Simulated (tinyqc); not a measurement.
Avalanche multiplication and breakdown of a junction from ionisation integrals: one step, computed by the program tinyqc. Command: `OMP_NUM_THREADS=1 python tinyqc.py 3023049 3023050 out.jsonl impact walk`. One thread of a shared host (Intel(R) Xeon(R) Processor @ 2.30GHz), about 0.01 s of CPU time with the checks.

Ionisation coefficients follow the local field. Position x runs through the depletion layer from the p side (x = 0), where electrons enter, to the n side (x = w), where holes enter. The built-in voltage is neglected.

Question. Breakdown. alpha_n = a_n exp(-(b_n/F)^c), alpha_p = a_p exp(-(b_p/F)^c). Uniform field F = F_m, w = W, V = F_m W. With Phi(x) = int_0^x (alpha_n - alpha_p) dx': 1 - 1/M_n = I_n = int_0^w alpha_n exp(-Phi) dx and M_p = M_n exp(-Phi(w)); trapezoid rule on 401 even points; breakdown at I_n = 1. Solve I_n(F_m) = 1.

Inputs (values chosen for the exercise, modelled on silicon): electron prefactor a_n = 664000 1/cm; electron field b_n = 1.23e+06 V/cm; hole prefactor a_p = 1.53e+06 1/cm; hole field b_p = 1.98e+06 V/cm; exponent c = 1; permittivity eps = 11.7; layer width W = 0.4 micrometre.

Junction: p-i-n with uniform field.

Constants: e = 1.602176634e-19 C; eps_0 = 8.8541878128e-12 F/m.

Give: critical field F_m; width at breakdown; breakdown voltage.

Answer.

critical field F_m = 0.4302 MV/cm

width at breakdown = 0.4 micrometre

breakdown voltage = 17.21 V
